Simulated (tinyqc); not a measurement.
Adding atomic layers: valley splitting of a silicon quantum well in envelope theory.

The well lies at 0 < z < L; U(z) = V0 [1/(1 + exp(z/w)) + 1/(1 + exp((L - z)/w))] - e F z, 1 mV/nm = 1e-4 eV/angstrom. The envelope psi solves -(c/ml) psi'' + U psi = E psi, c = hbar^2/2m0, by three-point differences on a grid of 0.1 angstrom from -40 to L + 40 angstrom. The two valleys at +/- k0 couple through D = C0 times the integral of exp(-i q z) U(z) psi^2, q = 2 k0 (2 pi/a), and split by Ev = 2|D|.

Constants: hbar^2/2m0 = 3.80998211 eV angstrom^2.

Inputs chosen for the exercise (near those of a strained Si well in SiGe; shifted at random, so the results belong to these values and not to a real crystal): V0 = 0.16 eV (conduction offset); ml = 0.934 m0 (mass along z); F = 4.6 mV/nm (field pressing towards the upper interface); k0 = 0.838 2 pi/a (valley position); a = 5.431 angstrom (lattice constant); C0 = 0.268 (Bloch overlap factor); Ls = (56, 57.4, 58.7, 60.1, 61.4, 62.8, 64.1, 65.5) angstrom (widths in steps of one atomic layer, a/4, rounded to the grid); F2 = 0.5 mV/nm (second field, zero or weak); w1 = 0.4 angstrom (interface width for this table).

The smooth splitting Ev = 2|D| with w = w1, at the field F2 and at F.

Results:
```
L (angstrom)  q L mod 2 pi  Ev at F2 (micro-eV)  Ev at F (micro-eV)
56.0                  1.77                 26.6                59.4
57.4                  4.48                 60.7                76.9
58.7                  0.72                 9.06                54.9
60.1                  3.44                 52.1                70.8
61.4                  5.96                 31.6                60.7
62.8                  2.39                 32.5                60.8
64.1                  4.91                 43.0                65.0
65.5                  1.34                 10.1                54.9
```

At F2 the splitting swings between 9.06 and 60.7 micro-eV, a ratio of 6.71, as the two interfaces add with the phase q L, which advances on average by 2.63 rad a layer. At F the ratio is 1.40, where in the first row psi^2 at the upper interface is 5.16 times that at the lower one: the field unbalances the two contributions, which fills in the minima.

Program tinyqc; command `OMP_NUM_THREADS=1 python tinyqc.py 1252353 1252354 out.jsonl`; about 0.07 s on one thread of a shared Intel(R) Xeon(R) Processor @ 2.30GHz.
